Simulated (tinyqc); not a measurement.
Inside a calculation. Method: LCCD on RHF in the sto-6g basis, for H4, spin multiplicity 1. One step of it, computed by the program tinyqc.

Problem. LCCD: starting amplitudes. t_ij^ab = <ij||ab> / (e_i + e_j - e_a - e_b), whose energy is MP2.

orbital energies (hartree): MO1 -0.559151, MO2 -0.461477, MO3 0.379918, MO4 0.654293

Two-electron integrals over orbitals (pq|rs), unique and non-zero (hartree):
```
(11|11) 0.433584    (21|11) -0.000744   (21|21) 0.203198    (22|11) 0.426284
(22|21) 0.000653    (22|22) 0.434602    (31|11) -0.040676   (31|21) -0.000192
(31|22) -0.002472   (31|31) 0.105948    (32|11) -0.000371   (32|21) 0.061674
(32|22) 0.000179    (32|31) 0.000273    (32|32) 0.101046    (33|11) 0.423670
(33|21) 0.000490    (33|22) 0.424982    (33|31) -0.010351   (33|32) 0.000124
(33|33) 0.441298    (41|11) 0.000203    (41|21) -0.017235   (41|22) -0.000025
(41|31) -0.000331   (41|32) 0.080121    (41|33) 1.27e-06    (41|41) 0.090174
(42|11) -0.049685   (42|21) -0.000165   (42|22) -0.015389   (42|31) 0.104217
(42|32) 0.000351    (42|33) -0.012936   (42|41) -0.000267   (42|42) 0.108919
(43|11) -0.000694   (43|21) 0.196975    (43|22) 0.000676    (43|31) -0.000170
(43|32) 0.063488    (43|33) 0.000540    (43|41) -0.014807   (43|42) -0.000160
(43|43) 0.209454    (44|11) 0.450023    (44|21) -0.000560   (44|22) 0.443269
(44|31) -0.044535   (44|32) -0.000341   (44|33) 0.454355    (44|41) 0.000192
(44|42) -0.054019   (44|43) -0.000562   (44|44) 0.489068
```

Give: Starting amplitudes; correlation energy.

Solution.

Starting amplitudes (spin orbitals 1a, 1b, ...; amplitudes related by a flip of all spins are not repeated):

| from | to | t |
|---|---|---|
| 2a 2b | 3a 3b | -0.0600 |
| 1a 1b | 3a 3b | -0.0564 |
| 1a 2b | 3a 4b | -0.0507 |
| 2a 2b | 4a 4b | -0.0488 |
| 1a 2b | 3b 4a | 0.0390 |
| 1a 1b | 4a 4b | -0.0372 |
| 1a 2a | 3a 4a | -0.0117 |
| 2a 2b | 3a 4b | -1.79e-04 |
| 1a 1b | 3a 4b | 1.54e-04 |
| 1a 2b | 3a 3b | -1.53e-04 |
| 1a 2b | 4a 4b | 1.14e-04 |

correlation energy = -0.038096 hartree
